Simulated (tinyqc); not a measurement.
Changing the oxide thickness d: X-ray photoelectron analysis of a thin oxide on a semiconductor: attenuation lengths, thickness, angle series and band offsets. Computed by tinyqc, a small Python program. Command: `OMP_NUM_THREADS=1 python tinyqc.py 3111280 3111281 out.jsonl xps sweep`. One thread of a shared host (Intel(R) Xeon(R) Processor @ 2.30GHz), about 0.01 s of CPU time with the checks.

The same element is seen in the oxide and in the substrate, at nearly the same kinetic energy; films are flat and uniform, and the work function is ignored.

Inputs (values chosen for the exercise, modelled on SiO2 on silicon):
```
quantity                                           value     unit
photon energy                                     1486.6       eV
binding energy of the core level                    99.4       eV
oxide density                                       2.14   g/cm^3
oxide formula mass                                 60.08    g/mol
valence electrons per oxide formula                   16        -
oxide gap                                           9.08       eV
substrate density                                   2.33   g/cm^3
substrate formula mass                             28.09    g/mol
valence electrons per substrate formula                4        -
substrate gap                                       1.12       eV
emission angle from the normal                        45  degrees
attenuation length over inelastic mean free path    0.89        -
carbon overlayer                                    0.49       nm
counts in the two peaks together                  700000        -
valence band offset used to make the data           4.43       eV
core level less valence band top, substrate        98.93       eV
core level less valence band top, thick oxide      98.36       eV
field in the oxide                                   1.4    MV/cm
```

Method:
- TPP-2M: lambda = E/(E_p^2 [b ln(c E) - C/E + D/E^2]) in angstrom, E_p = 28.8 sqrt(N_v rho/M), b = -0.10 + 0.944/sqrt(E_p^2 + E_g^2) + 0.069 rho^0.1, c = 0.191/sqrt(rho), U = N_v rho/M, C = 1.97 - 0.91 U, D = 53.4 - 20.8 U, with E = photon energy less binding energy in eV.
- Attenuation length L = factor x lambda.
- R_0 = (rho_o/M_o) L_o/((rho_s/M_s) L_s); peak ratio R = I_ox/I_sub = R_0 [exp(d/(L_o cos theta)) - 1]; hence d = L_o cos theta ln(1 + R/R_0). A carbon layer weakens both peaks alike, by exp(-d_C/(L_o cos theta)) if its L is taken equal to L_o. This R_0 leaves out intrinsic losses from the substrate peak, so calibrated values can be larger.
- With x = d/(L_o cos theta): d ln d/d ln R = (1 - exp(-x))/x = -d ln d/d ln R_0; counting error of R = 1/sqrt(N f (1 - f)), f the oxide share, which times the sensitivity gives that of d; an angle error adds tan(theta) d theta; d is proportional to L_o at fixed R_0. Assumed errors: 5 % in R_0, 1 degree, 5 % in L_o.
- Valence band offset = (E_core - E_v)(substrate) - (E_core - E_v)(oxide) + (core level separation at the interface, oxide less substrate). The separation is made here from the given offset; a uniform field F that raises the binding energy towards the surface shifts the oxide peak by e F <z>, <z> = d/(1 - exp(-x)) - d/x, x = d/(L_o cos theta), being the mean distance from the interface. Conduction band offset = oxide gap - substrate gap - valence band offset.

One run for each value:
```
oxide thickness d (nm)    ratio R  counting error of d (%)  sensitivity to R  apparent valence band offset (eV)
0.30                    7.043e-02                   0.4541            0.9419                              4.451
0.46                    1.116e-01                   0.3630            0.9127                              4.463
0.70                    1.786e-01                   0.2904            0.8713                              4.481
1.10                    3.057e-01                   0.2280            0.8077                              4.513
1.70                    5.393e-01                   0.1813            0.7238                              4.562
2.50                    9.531e-01                   0.1506            0.6300                              4.634
3.90                    2.092e+00                   0.1288            0.5040                              4.772
6.00                    5.607e+00                   0.1256            0.3766                              5.005
9.10                    2.093e+01                   0.1522            0.2656                              5.390
14.00                   1.544e+02                   0.2638            0.1765                              6.050
```

Over the rows, ratio R rises from 0.0704 to 154 (exponent d ln y / d ln x 1.1 between the first rows and 4.6 between the last); counting error of d (%) goes from 0.454 through a minimum among these rows, 0.126 at 6.00, to 0.264; sensitivity to R falls from 0.942 to 0.177 (exponent d ln y / d ln x -0.074 between the first rows and -0.95 between the last). The counting error is least at d = 6 nm among these rows: thin films give few oxide counts, thick ones few substrate counts.

Extremes, crossings and ranges named in words are read from the listed rows.
